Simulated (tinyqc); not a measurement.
Harmonic frequencies on the PBE/6-311g surface (energies and gradients from PySCF), for H2, spin multiplicity 1, step by step. Computed by tinyqc, a small Python program that keeps every step (integrals from PySCF). Settings: charge = 0, multiplicity = 1, basis = 6-311g, functional = pbe,pbe, delta = 0.01. Command: `OMP_NUM_THREADS=1 python tinyqc.py 27064 27065 out.jsonl` (the two numbers bound the seeds that draw the settings). One thread of a shared host (Intel(R) Xeon(R) Processor @ 2.60GHz), about 3 s of CPU time with the checks.

## One row of the Hessian: 2Hz

optimised positions (bohr):
```
          x        y         z
1H  0.00000  0.00000  -0.05045
2H  0.00000  0.00000   1.36759
```

gradient at +delta (hartree/bohr):
```
            x          y           z
1H  0.0000000  0.0000000  -0.0034434
2H  0.0000000  0.0000000   0.0034434
```

gradient at -delta (hartree/bohr):
```
            x          y           z
1H  0.0000000  0.0000000   0.0035594
2H  0.0000000  0.0000000  -0.0035594
```

Displace 2Hz by +/-0.01 bohr; H(k, :) = (g(+) - g(-)) / (2 delta).

row of the Hessian (hartree/bohr^2): 1Hx 0.0000000, 1Hy 0.0000000, 1Hz -0.3501432, 2Hx 0.0000000, 2Hy 0.0000000, 2Hz 0.3501432

## Hessian by finite differences

All rows are made in the same way, and the matrix is symmetrised.

Hessian (symmetrised) (hartree/bohr^2):
```
            1Hx         1Hy         1Hz         2Hx         2Hy         2Hz
1Hx   0.0000099   0.0000000   0.0000000  -0.0000099   0.0000000   0.0000000
1Hy   0.0000000   0.0000099   0.0000000   0.0000000  -0.0000099   0.0000000
1Hz   0.0000000   0.0000000   0.3501432   0.0000000   0.0000000  -0.3501432
2Hx  -0.0000099   0.0000000   0.0000000   0.0000099   0.0000000   0.0000000
2Hy   0.0000000  -0.0000099   0.0000000   0.0000000   0.0000099   0.0000000
2Hz   0.0000000   0.0000000  -0.3501432   0.0000000   0.0000000   0.3501432
```

## Normal modes

masses (u): 1H 2.01410, 2H 1.00782

Diagonalise H_ij / sqrt(m_i m_j); the 5 smallest eigenvalues belong to translations and rotations; wavenumber = sqrt(eigenvalue / 1822.888) x 219474.63; each mode has its largest component positive (the first on a tie); zero-point energy = sum of wavenumbers / 2, with 349.755 1/cm per kcal/mol. A mass of 2.014 u marks deuterium.

eigenvalues of the mass-weighted Hessian (hartree/(bohr^2 u)): 0.00000  0.00000  0.00000  0.00001  0.00001  0.52127

harmonic wavenumbers of the vibrations (1/cm): 3711.4

mass-weighted modes:
```
       mode 1
1Hx   0.00000
1Hy   0.00000
1Hz  -0.57750
2Hx   0.00000
2Hy   0.00000
2Hz   0.81639
```

zero-point energy = 5.30569 kcal/mol
